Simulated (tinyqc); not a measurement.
# Changing the mass of the ion at fixed atomic number

Model: ion implantation: universal nuclear stopping, Lindhard-Scharff electronic stopping and a Gaussian range profile. Computed by tinyqc, a small Python program. Command: `OMP_NUM_THREADS=1 python tinyqc.py 3007314 3007315 out.jsonl implant sweep`. One thread of a shared host (Intel(R) Xeon(R) Processor @ 2.30GHz), about 0.09 s of CPU time with the checks.

An ion slows by elastic collisions with screened nuclei and by friction with electrons; channelling is ignored and the target is uniform.

Inputs (values chosen for the exercise, modelled on fluorine ions in copper):

| quantity | value | unit |
|---|---|---|
| ion atomic number Z1 | 9 | - |
| target atomic number Z2 | 29 | - |
| target mass M2 | 63.55 | u |
| target density N | 84.9 | 1/nm^3 |
| ion energy E | 400 | keV |
| scale factor of electronic stopping k | 0.91 | - |

Method:
- Reduced energy eps = 32.53 M2 E/(Z1 Z2 (M1 + M2)(Z1^0.23 + Z2^0.23)), E in keV; s_n = ln(1 + 1.1383 eps)/(2 (eps + 0.01321 eps^0.21226 + 0.19593 eps^0.5)) for eps up to 30 and ln(eps)/(2 eps) above; S_n = 8.462 Z1 Z2 M1 s_n/((M1 + M2)(Z1^0.23 + Z2^0.23)) in 1e-15 eV cm^2.
- S_e = k 3.83 Z1^(7/6) Z2/(Z1^(2/3) + Z2^(2/3))^(3/2) sqrt(E/M1) in 1e-15 eV cm^2, E in keV.
- Path length R = int_0^E dE'/(N (S_n + S_e)); energy lost to nuclei nu = int_0^E S_n/(S_n + S_e) dE' (both with E' = E y^3 and 64 Gauss-Legendre points in y).
- Estimates of Lindhard type: R_p = R/(1 + M2/(3 M1)), straggle dR_p = (2/3) R_p sqrt(M1 M2)/(M1 + M2).

One run for each value:

| ion mass M1 (u) | projected range R_p (nm) | path length R (nm) | straggle dR_p (nm) | energy lost to nuclei nu (keV) |
|---|---|---|---|---|
| 9.5 | 131.4 | 424.4 | 29.47 | 56.5 |
| 12.0 | 161.0 | 445.2 | 39.23 | 72.1 |
| 19.0 | 223.5 | 472.7 | 62.72 | 110.7 |
| 23.9 | 253.5 | 478.2 | 75.31 | 133.5 |
| 30.2 | 280.6 | 477.4 | 87.41 | 158.7 |
| 38.0 | 302.0 | 470.4 | 97.44 | 184.4 |

Give the missing row, ion mass M1 (u) = 15.1.

Computed row:
```
ion mass M1 (u)  projected range R_p (nm)  path length R (nm)  straggle dR_p (nm)  energy lost to nuclei nu (keV)
15.1                                192.0               461.4               50.42                            90.1
```

Interpolating between the two neighbouring rows (linearly) misses most in projected range R_p (nm), by 1.8 %. Over the rows, projected range R_p (nm) rises from 131 to 302 (exponent d ln y / d ln x 0.87 between the first rows and 0.32 between the last); path length R (nm) goes from 424 through a maximum among these rows, 478 at 23.9, to 470; straggle dR_p (nm) rises from 29.5 to 97.4 (exponent d ln y / d ln x 1.2 between the first rows and 0.47 between the last). R_p/R goes from 0.31 to 0.64: a heavier ion is deflected less. The masses are formal and span far more than real isotopes.

Caution (all rows): the estimates of R_p and dR_p assume mainly nuclear stopping and an ion not much lighter than the target; here they are rough, and for light ions in heavy targets the straggle can be low by a factor of two or more.

Extremes, crossings and ranges named in words are read from the listed rows.
